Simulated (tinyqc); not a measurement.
Sp3 tight binding, zinc-blende lattice, step by step. Computed by tinyqc, a small Python program that keeps every step. Command: `OMP_NUM_THREADS=1 python tinyqc.py 20202 20203 out.jsonl` (the two numbers bound the seeds that draw the settings). One thread of a shared host (Intel(R) Xeon(R) Processor @ 2.60GHz), about 0.01 s of CPU time with the checks.

## Bloch Hamiltonian at k

Parameters chosen for this model: zinc-blende lattice, anion at 0, cation at a/4 (1,1,1); V = eta hbar^2 / (m d^2), hbar^2/m = 7.619964 eV angstrom^2:
```
parameter,value,unit
a,5.400000,angstrom
d,2.338269,angstrom
Es anion,-11.230000,eV
Ep anion,-7.920000,eV
Es cation,-11.230000,eV
Ep cation,-7.920000,eV
eta ss,-1.460000,
eta sp,1.710000,
eta pp sigma,2.310000,
eta pp pi,-0.800000,
V ss,-2.034778,eV
V sp,2.383199,eV
V pp sigma,3.219409,eV
V pp pi,-1.114947,eV
```

k point k (2 pi / a): -0.410000  0.640000  0.740000

Slater-Koster rules over the four bonds with direction cosines (l, m, n): ss V_ss; s-px l V_sp; px-s -l V_sp; px-px l^2 V_pps + (1 - l^2) V_ppp; px-py l m (V_pps - V_ppp); each times exp(i k.d).

H(k) at k (eV), lower triangle (Hermitian):
```
,a s,a px,a py,a pz,c s,c px,c py,c pz
a s,-11.230000
a px,0.000000,-7.920000
a py,0.000000,0.000000,-7.920000
a pz,0.000000,0.000000,0.000000,-7.920000
c s,-1.385072+3.786780i,3.410485-0.703221i,-1.625047+1.475849i,-1.108098+2.164359i,-11.230000
c px,-3.410485+0.703221i,0.224521-0.613839i,1.163542-2.272652i,1.706356-1.549692i,0.000000,-7.920000
c py,1.625047-1.475849i,1.163542-2.272652i,0.224521-0.613839i,-3.581127+0.738406i,0.000000,0.000000,-7.920000
c pz,1.108098-2.164359i,1.706356-1.549692i,-3.581127+0.738406i,0.224521-0.613839i,0.000000,0.000000,0.000000,-7.920000
```

## Levels at k

Diagonalise the Hermitian matrix.

eigenvalues (eV): -17.263777  -14.797872  -12.117331  -11.690996  -4.534117  -4.259915  -3.784947  -1.531045

weights |c|^2 of the basis functions:
```
,band 1,band 2,band 3,band 4,band 5,band 6,band 7,band 8
a s,0.406967,0.144541,0.014928,0.026316,0.053098,0.274036,0.020406,0.059709
a px,0.061088,0.083156,0.040784,0.264243,0.375574,0.024863,0.005548,0.144746
a py,0.020629,0.126202,0.148838,0.192275,0.054414,0.033946,0.268386,0.155310
a pz,0.011316,0.146101,0.295451,0.017167,0.016914,0.167155,0.205661,0.140235
c s,0.406967,0.144541,0.014928,0.026316,0.053098,0.274036,0.020406,0.059709
c px,0.061088,0.083156,0.040784,0.264243,0.375574,0.024863,0.005548,0.144746
c py,0.020629,0.126202,0.148838,0.192275,0.054414,0.033946,0.268386,0.155310
c pz,0.011316,0.146101,0.295451,0.017167,0.016914,0.167155,0.205661,0.140235
```

## Bloch Hamiltonian at G

k point G (2 pi / a): 0  0  0

As before.

H(k) at G (eV), lower triangle:
```
,a s,a px,a py,a pz,c s,c px,c py,c pz
a s,-11.230000
a px,0.000000,-7.920000
a py,0.000000,0.000000,-7.920000
a pz,0.000000,0.000000,0.000000,-7.920000
c s,-8.139111,0.000000,0.000000,0.000000,-11.230000
c px,0.000000,1.319354,0.000000,0.000000,0.000000,-7.920000
c py,0.000000,0.000000,1.319354,0.000000,0.000000,0.000000,-7.920000
c pz,0.000000,0.000000,0.000000,1.319354,0.000000,0.000000,0.000000,-7.920000
```

## Levels at G

As before.

eigenvalues (eV): -19.369111  -9.239354  -9.239354  -9.239354  -6.600646  -6.600646  -6.600646  -3.090889

## Bands along a path

The same steps at evenly spaced points between the labelled ones.

Bands along the path (eV):
```
k,band 1,band 2,band 3,band 4,band 5,band 6,band 7,band 8
L,-16.909748,-15.699888,-11.469247,-11.469247,-4.500020,-4.370753,-4.370753,-1.190344
L-G 0.25,-17.716702,-14.549177,-11.237720,-11.237720,-4.602280,-4.602280,-4.501147,-1.532973
L-G 0.50,-18.605985,-12.658811,-10.597485,-10.597485,-5.242515,-5.242515,-4.678740,-2.356464
L-G 0.75,-19.174246,-10.584016,-9.744989,-9.744989,-6.095011,-6.095011,-5.578390,-2.963348
G,-19.369111,-9.239354,-9.239354,-9.239354,-6.600646,-6.600646,-6.600646,-3.090889
G-X 0.25,-19.107131,-10.445246,-10.445246,-9.860258,-6.343503,-5.394754,-5.394754,-2.989108
G-X 0.50,-18.321479,-12.111608,-12.111608,-11.406334,-5.650817,-3.728392,-3.728392,-2.921369
G-X 0.75,-17.032964,-13.357264,-13.283049,-13.283049,-4.726844,-3.182928,-2.556951,-2.556951
X,-15.322209,-15.322209,-13.699141,-13.699141,-3.827791,-3.827791,-2.140859,-2.140859
X-W 0.25,-15.322209,-15.322209,-13.699141,-13.699141,-3.827791,-3.827791,-2.140859,-2.140859
X-W 0.50,-15.322209,-15.322209,-13.699141,-13.699141,-3.827791,-3.827791,-2.140859,-2.140859
X-W 0.75,-15.322209,-15.322209,-13.699141,-13.699141,-3.827791,-3.827791,-2.140859,-2.140859
W,-15.322209,-15.322209,-13.699141,-13.699141,-3.827791,-3.827791,-2.140859,-2.140859
```

With 4 band(s) filled, the highest filled level on these points lies at G and the lowest empty one at G: a gap of 2.6387 eV, direct.
